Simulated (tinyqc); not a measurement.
p-i-n junction, non-linear Poisson equation by Newton steps: one step of the calculation.

One dimension, p side on the left, n side on the right; net doping C = -Na for x < 0, 0 for 0 < x < Li and +Nd beyond. The potential psi is counted from the intrinsic level, and the quasi-Fermi potentials are flat: 0 for holes and -V for electrons, so n = ni exp((psi + V)/Vt) and p = ni exp(-psi/Vt) (Boltzmann statistics, full ionisation, no current). Under reverse bias this makes the minority densities vanishingly small everywhere; they play no part in the charge.

Problem. Densities, residual and Jacobian diagonal. n_i = ni exp((psi_i + V)/Vt), p_i = ni exp(-psi_i/Vt), rho_i = p_i - n_i + C_i, g_i = (n_i + p_i)/Vt. Box widths w_i = (h_(i-1) + h_i)/2 in cm. Residual F_i = a_i (psi_(i+1) - psi_i) - a_(i-1) (psi_i - psi_(i-1)) + q rho_i w_i; Jacobian: a_(i-1) and a_i beside the diagonal, b_i = -a_(i-1) - a_i - q g_i w_i on it. The two end nodes are fixed.

Inputs (values chosen for the exercise):
- T = 300 K (temperature)
- V = -3 V (bias of the p side against the n side)

Constants: q = 1.602176634e-19 C, kB = 1.380649e-23 J/K, Vt = kB T/q. Results are converted to the units shown.

```
node  x (nm)  psi at the start (V)  net doping C (cm^-3)
0       -345            -0.9716694               -3.3e16
1       -240            -0.8967534               -3.3e16
2       -153            -0.8346801               -3.3e16
3      -82.4            -0.7843079               -3.3e16
4        -24            -0.7426404               -3.3e16
5         24            -0.7083930                     0
6         94            -0.6584490                     0
7        196            -0.5856734                     0
8        345            -0.4793640                     0
9        562            -0.3245375                     0
10       878            -0.0990759                     0
11      1340             0.2305547                     0
12      2010             0.7085904                     0
13      2990             1.4078068                     0
14      4420             2.4280919                3.3e15
15      6500             3.9121430                3.3e15
```

coupling a_i, interval 0 to 14 (F/cm^2): 9.2758158e-8  1.1194950e-7  1.3795477e-7  1.6677409e-7  2.0290847e-7  1.3913724e-7  9.5486339e-8  6.5366487e-8  4.4882980e-8  3.0821540e-8  2.1081400e-8  1.4536726e-8  9.9383741e-9  6.8109137e-9  4.6825032e-9
ni = 1.5674241 cm^-3

Find: n; p; residual F; diagonal b.

Solution.

```
node   n (cm^-3)   p (cm^-3)
0     2.9790e-67   3.3000e16
1     5.4027e-66   1.8196e15
2     5.9621e-65   1.6489e14
3     4.1842e-64   2.3495e13
4     2.0970e-63   4.6881e12
5     7.8873e-63   1.2464e12
6     5.4444e-62   1.8057e11
7     9.0892e-61   1.0816e10
8     5.5519e-59    1.7707e8
9     2.2152e-56    4.4379e5
10    1.3583e-52      72.375
11    4.6833e-47   2.0991e-4
12    5.0257e-39  1.9561e-12
13    2.8023e-27  3.5081e-24
14    3.8686e-10  2.5412e-41
15     3.3000e15  2.9790e-66
```

```
node  residual F (1e-8 C/cm^2)  diagonal b (F/cm^2)
1                      -4.7958           -3.1297e-7
2                      -4.1455           -2.5796e-7
3                      -3.4078           -3.0567e-7
4                      -2.8124           -3.6984e-7
5                       0.0001           -3.4209e-7
6                       0.0000           -2.3463e-7
7                       0.0000           -1.6085e-7
8                       0.0000           -1.1025e-7
9                       0.0000           -7.5705e-8
10                      0.0000           -5.1903e-8
11                      0.0000           -3.5618e-8
12                      0.0000           -2.4475e-8
13                      0.0000           -1.6749e-8
14                      9.2790           -1.1493e-8
```

tinyqc, about 0.08 s, one thread, Intel Xeon 2.30GHz (shared host): `OMP_NUM_THREADS=1 python tinyqc.py 2000066 2000067 out.jsonl`
